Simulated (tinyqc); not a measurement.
# Mobility of a non-polar semiconductor in the relaxation-time approximation, step by step

A worked calculation. Computed by tinyqc, a small Python program that keeps every step. Command: `OMP_NUM_THREADS=1 python tinyqc.py 3012166 3012167 out.jsonl rta walk`. One thread of a shared host (Intel(R) Xeon(R) Processor @ 2.30GHz), about 0.01 s of CPU time with the checks. Intermediate numbers are printed to about 6 digits and carried at full precision; extremes and crossings named in words are read from the listed rows.

Each valley is treated as a sphere of mass m_d for states and rates, with one isotropic relaxation time; the conductivity mass m_c sets the current.

Inputs (values chosen for the exercise, modelled on electrons in diamond):
```
quantity                                            value       unit
longitudinal mass m_l                                1.51        m_0
transverse mass m_t                                 0.272        m_0
equivalent valleys Z                                    6          -
non-parabolicity alpha                               0.18       1/eV
static permittivity eps_s                             5.7          -
density rho                                          3515     kg/m^3
sound velocity v_l                                  17700        m/s
acoustic deformation potential D_A                    8.6         eV
phonon energy hbar w                                  137        meV
optical or intervalley deformation potential D_o      7.3  1e8 eV/cm
final valleys Z_f                                       5          -
carrier density n                                 4.4e+16     1/cm^3
compensation ratio C                                    0          -
temperature T                                         500          K
alloy fraction x                                     0.32          -
alloy potential U                                     1.5         eV
lattice constant a                                   3.57   angstrom
```

Band: Kane. Impurity formula: Brooks-Herring. Further scattering: alloy.

Constants: k_B = 8.617333262e-05 eV/K; m_0 = 9.1093837015e-31 kg; e = 1.602176634e-19 C; hbar = 1.054571817e-34 J s; eps_0 = 8.8541878128e-12 F/m; k_B = 1.380649e-23 J/K; hbar = 6.582119569e-16 eV s.

## Masses

m_d = (m_l m_t^2)^(1/3); 1/m_c = (1/m_l + 2/m_t)/3; Hall mass factor A = 3 K_m (K_m + 2)/(2 K_m + 1)^2, K_m = m_l/m_t; N_I = n (1 + C)/(1 - C).

density-of-states mass m_d = 0.481620 m_0

conductivity mass m_c = 0.374289 m_0

Hall mass factor A = 0.858576

ionised impurity density N_I = 4.40e+16 1/cm^3

## Fermi level and screening

Kane band: hbar^2 k^2/(2 m) = E (1 + alpha E), speed v = hbar k/(m (1 + 2 alpha E)), states per spin, volume and energy g(E) = m k (1 + 2 alpha E)/(2 pi^2 hbar^2); overlap factors are set to 1. Here m = m_d. Masses are multiplied by m_0 and all formulas are in SI units. The reduced Fermi level eta = E_F/(k_B T) solves n = 2 Z int g f dE with f = 1/(1 + exp(x - eta)) (Z = 1 unless valleys are given); screening length L_s = sqrt(eps_s eps_0 k_B T/(e^2 dn/deta)), dn/deta = 2 Z int g f (1 - f) dE. Integrals over x = E/(k_B T) use 160 Gauss-Legendre points in u = sqrt(x) from 0 to sqrt(max(eta, 0) + 32).

reduced Fermi level eta = -7.83702

screening length L_s = 17.5643 nm

The gas is non-degenerate (eta < -2), and L_s is close to the Debye length.

## Rates at a few energies

Phonon occupation N_q = 1/(exp(hbar w/(k_B T)) - 1). Acoustic deformation potential (elastic, equipartition, absorption and emission together): 1/tau = 2 pi k_B T D_A^2 g(E)/(hbar rho v_l^2). Optical or intervalley deformation potential: 1/tau = (pi Z_f D_o^2/(rho w)) [N_q g(E + hbar w) + (N_q + 1) g(E - hbar w)], with g = 0 below the band edge. Each optical term is multiplied by (1 - f(E'))/(1 - f(E)), E' the final energy, for Pauli blocking. Singly charged impurities, momentum relaxation: 1/tau = N_I e^4 m (1 + 2 alpha E) Phi/(8 pi (eps_s eps_0)^2 hbar^3 k^3), with alpha = 0 for a parabolic band. Brooks-Herring: Phi = ln(1 + b) - b/(1 + b), b = 4 k^2 L_s^2. Alloy disorder: 1/tau = (2 pi/hbar) Omega x (1 - x) U^2 g(E), Omega = a^3/4 (other conventions for Omega rescale U).

Rates (1e12/s) at E = (max(eta, 0) + 0.5, 1, 2, 4) k_B T:
```
E (meV)  acoustic  optical  ionised impurity    alloy
21.543    0.74672  0.38677           5.76565   8.9694
43.087    1.06620  0.41598           2.33595  12.8070
86.173    1.53675  0.47154           0.93391  18.4591
172.347   2.25571  4.73379           0.37029  27.0952
```

## Mobility for each process alone

mu = (m_d/m_c) (2 Z e/(3 n k_B T)) int g v^2 tau f (1 - f) dE. Averages over x are split at the emission threshold x_0 = hbar w/(k_B T): 64 Gauss-Legendre points in sqrt(x) below it and 128 in sqrt(x - x_0) above it, up to x = max(eta, 0) + 32.

acoustic mobility = 3139.53 cm^2/(V s)

optical mobility = 7600.61 cm^2/(V s)

ionised impurity mobility = 7047.82 cm^2/(V s)

alloy mobility = 261.371 cm^2/(V s)

## All processes together

Rates are added at each energy before the average. With <y> = int g v^2 y f (1 - f) dE: Hall factor r_H = A (3 n k_B T/(2 Z m_d)) <tau^2/(1 + 2 alpha E)>/<tau>^2 (alpha = 0 for a parabolic band); Hall mobility r_H mu; |S| = (k_B/e) (<x tau>/<tau> - eta); resistivity 1/(n e mu).

drift mobility mu = 200.004 cm^2/(V s)

Hall factor r_H = 0.938441

Hall mobility = 187.692 cm^2/(V s)

Seebeck coefficient |S| = 854.107 microvolt/K

resistivity = 0.709247 ohm cm

Taking r_H = 1 in a Hall measurement would give a density 1.07 times the true one. Caution: diamond forms no such random alloy, so the alloy term is a formal exercise. Caution: n is taken as given; at low temperature (in diamond even at 300 K) real dopants can freeze out, which changes n and N_I.

## Matthiessen's rule against the full average

Matthiessen's rule adds 1/mu of the separate processes.

Separate mobilities:
```
process           mu (cm^2/(V s))  share of the sum of 1/mu (%)
acoustic                  3139.53                        7.2096
optical                   7600.61                        2.9780
ionised impurity          7047.82                        3.2116
alloy                      261.37                       86.6007
```

mobility by Matthiessen's rule = 226.349 cm^2/(V s)

excess of Matthiessen's rule over the full mu = 13.1721 %

The rule gives 226.3 against the full 200.0, 13.2 % too high; it can only overestimate, since each separate average is carried by the energies where that process is weak. The largest shares are alloy (87 %) and acoustic (7 %).

Checks made by the program: the sum rule (2 Z/(3 k_B T)) int g v^2 (1 + 2 alpha E) f (1 - f) dE = n/m_d (relative difference below 1e-10).
